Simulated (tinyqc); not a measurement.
Worked calculation: extended Hueckel theory, for H3+. The parameters take no account of the charge, which enters only through the electron count. One step of it, computed by the program tinyqc.

Problem. Wolfsberg-Helmholz matrix. H_ij = K' S_ij (H_ii + H_jj)/2 for i != j (the diagonal keeps H_ii), with K' = 2.

overlap S:
```
,1H 1s,2H 1s,3H 1s
1H 1s,1.000000,0.475342,0.475521
2H 1s,0.475342,1.000000,0.188288
3H 1s,0.475521,0.188288,1.000000
```

diagonal H_ii (eV): 1H 1s -13.600000, 2H 1s -13.600000, 3H 1s -13.600000

K = 2.000000

Give: H.

Solution.

H (eV):
```
,1H 1s,2H 1s,3H 1s
1H 1s,-13.600,-12.929,-12.934
2H 1s,-12.929,-13.600,-5.121
3H 1s,-12.934,-5.121,-13.600
```
